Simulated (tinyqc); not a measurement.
Approach to the steady line: permeation of metal atoms or ions through a thin barrier or dielectric: time lag, field-aided drift and lifetime. Computed by tinyqc, a small Python program. Command: `OMP_NUM_THREADS=1 python tinyqc.py 3006254 3006255 out.jsonl barrier walk`. One thread of a shared host (Intel(R) Xeon(R) Processor @ 2.30GHz), about 0.01 s of CPU time with the checks.

The film 0 < x < d is empty at first; C = C0 at x = 0 and C = 0 at x = d. dC/dt = D d2C/dx2 - v dC/dx with drift v = D z e V/(k_B T d) (uniform field, no space charge).

Inputs (values chosen for the exercise, for a model case: doubly charged vacancies through an oxide):
```
quantity,value,unit
thickness d,39,nm
prefactor D0,0.41,cm^2/s
activation energy E,1.29,eV
concentration at the source side C0,1.4e+14,1/cm^3
charge number z,2,-
voltage V (positive drives ions across),-0.059,V
test temperature T,125,C
```

Constants: k_B = 8.617333262e-05 eV/K.

Method:
- D = D0 exp(-E/(k_B T)); time scale d^2/D; Peclet number P = z V/(k_B T), k_B T in eV; 1 nm = 1e-7 cm.
- Temperatures in kelvin are T(C) + 273.15.
- Steady flux J = (D C0/d) P/(1 - exp(-P)); time lag in units of d^2/D: s_L = [P (1 + exp(-P))/(1 - exp(-P)) - 2]/P^2 (P = 0: J = D C0/d, s_L = 1/6).
- Dose through the film Q(s) = C0 d {f (s - s_L) - 2 exp(P/2) sum_(n=1..200) (-1)^n n^2 pi^2 exp(-l_n s)/l_n^2}, l_n = n^2 pi^2 + P^2/4, f = P/(1 - exp(-P)) the relative flux.
- Short-time form for P = 0: Q/(C0 d) = 4 sqrt(s) ierfc(1/(2 sqrt(s))), ierfc(y) = exp(-y^2)/sqrt(pi) - y erfc(y).

Peclet number P = -3.43924

flux relative to D C0/d = 0.114021

time lag s_L = 0.140956

Q/(C0 d):
```
s,series,steady line f (s - s_L),series without field,"short-time form, no field"
0.03,8.0615e-07,-0.01265,4.8419e-06,4.8419e-06
0.05,4.3196e-05,-0.01037,2.6934e-04,2.6934e-04
0.08,4.9122e-04,-0.00695,3.2066e-03,3.2066e-03
0.12,2.1735e-03,-0.00239,1.4887e-02,1.4887e-02
0.20,8.3832e-03,0.00673,6.1464e-02,6.1463e-02
0.30,1.8593e-02,0.01813,1.4382e-01,1.4379e-01
0.50,4.0974e-02,0.04094,3.3479e-01,3.3326e-01
0.80,7.5146e-02,0.07514,6.3341e-01,6.1838e-01
1.20,1.2075e-01,0.12075,1.0333e+00,9.7002e-01
```

What does the comparison show, and why?

The dose lies above the steady line at all times and, among these rows, is within 1 % of it from s = 0.5 on (the lag is s_L = 0.141); for a known P the intercept of that line gives D and its slope D C0. The field changes the dose by a factor 0.166 in the first row and 0.117 in the last; at short times the factor tends to exp(P/2) = 0.179.

Extremes, crossings and ranges named in words are read from the listed rows.
